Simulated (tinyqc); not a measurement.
# Two-diode model of a solar cell: two studies

J is the current delivered and Vj = V + J Rs the junction voltage. J = X JL - J01 (exp(Vj/(n1 Vt)) - 1) - J02 (exp(Vj/(2 Vt)) - 1) - Vj/Rp. The photocurrent does not depend on voltage.

Values chosen for this exercise; values of the order met in cells of silicon: temperature T = 298.15 K; photocurrent at one sun JL = 35.1 mA/cm^2; concentration X = 1 suns; saturation current of the first diode J01 = 4.3e-14 A/cm^2; ideality factor of the first diode n1 = 1; series resistance Rs = 0 ohm cm^2; shunt resistance Rp = 300 ohm cm^2; incident power at one sun Pin = 100 mW/cm^2; saturation current of the second diode (ideality 2) J02 = 2.2e-9 A/cm^2.

Constants: q = 1.602176634e-19 C, kB = 1.380649e-23 J/K, Vt = kB T/q. Results are converted to the units shown.

Each table varies one quantity; the others keep the values above.

## Effect of the saturation current of the first diode

Jsc at V = 0, Voc at J = 0, the maximum power point where J (1 + 2 Rs G) = G Vj with G = -dJ/dVj; FF = Vmp Jmp/(Voc Jsc); efficiency Vmp Jmp/(X Pin). Empirical fill factor without parasitics FF0 = (v - ln(v + 0.72))/(v + 1), v = Voc/(n1 Vt).

The same in every row: Jsc (mA/cm^2) = 35.10.

Effect of the saturation current of the first diode:

| J01 (A/cm^2) | Voc (V) | Vmp (V) | Jmp (mA/cm^2) | FF | efficiency (%) | FF0 |
|---|---|---|---|---|---|---|
| 4e-16 | 0.8074 | 0.6954 | 30.90 | 0.7582 | 21.49 | 0.8621 |
| 4e-15 | 0.7588 | 0.6642 | 31.31 | 0.7807 | 20.79 | 0.8556 |
| 4e-14 | 0.7032 | 0.6165 | 31.63 | 0.7901 | 19.50 | 0.8472 |
| 4e-13 | 0.6453 | 0.5628 | 31.80 | 0.7900 | 17.89 | 0.8372 |
| 4e-12 | 0.5866 | 0.5073 | 31.86 | 0.7850 | 16.16 | 0.8255 |
| 4e-11 | 0.5277 | 0.4516 | 31.86 | 0.7768 | 14.39 | 0.8117 |

What does the table show?

As J01 goes from 4e-16 to 4e-11, Voc falls from 0.807 to 0.528 V, FF goes from 0.758 through a maximum of 0.790 (at J01 = 4e-14 among the rows listed) to 0.777 and the efficiency falls from 21.5 to 14.4 %. Voc changes by -58.9 mV a decade between the last two rows and -48.5 mV between the first two.

## Effect of the series resistance

Same model as above.

The same in every row: Voc (V) = 0.70142; FF0 = 0.84690.

Results:

| Rs (ohm cm^2) | Jsc (mA/cm^2) | Vmp (V) | Jmp (mA/cm^2) | FF | efficiency (%) |
|---|---|---|---|---|---|
| 0 | 35.100 | 0.61486 | 31.641 | 0.79021 | 19.455 |
| 0.05 | 35.094 | 0.61342 | 31.634 | 0.78830 | 19.405 |
| 0.11 | 35.087 | 0.61169 | 31.625 | 0.78602 | 19.345 |
| 0.25 | 35.071 | 0.60766 | 31.605 | 0.78070 | 19.205 |
| 0.55 | 35.036 | 0.59906 | 31.559 | 0.76931 | 18.906 |
| 1.2 | 34.960 | 0.58060 | 31.451 | 0.74466 | 18.260 |
| 6 | 34.412 | 0.45618 | 30.010 | 0.56718 | 13.690 |

Estimate the missing row, Rs = 2.7 ohm cm^2.

Computed row:

| Rs (ohm cm^2) | Jsc (mA/cm^2) | Vmp (V) | Jmp (mA/cm^2) | FF | efficiency (%) |
|---|---|---|---|---|---|
| 2.7 | 34.787 | 0.53908 | 31.146 | 0.68812 | 16.790 |

With this row back in the table: As Rs goes from 0 to 6, Voc stays at 0.701 V, FF falls from 0.790 to 0.567 and the efficiency falls from 19.5 to 13.7 %. Voc does not depend on Rs, since no current flows through it at open circuit; between the first two rows FF drops by 0.962 times rs = Rs Jsc/Voc in relative terms.

Numbers from tinyqc (`OMP_NUM_THREADS=1 python tinyqc.py 2280022 2280023 out.jsonl`; about 0.01 s on one thread of a shared Intel Xeon 2.30GHz).
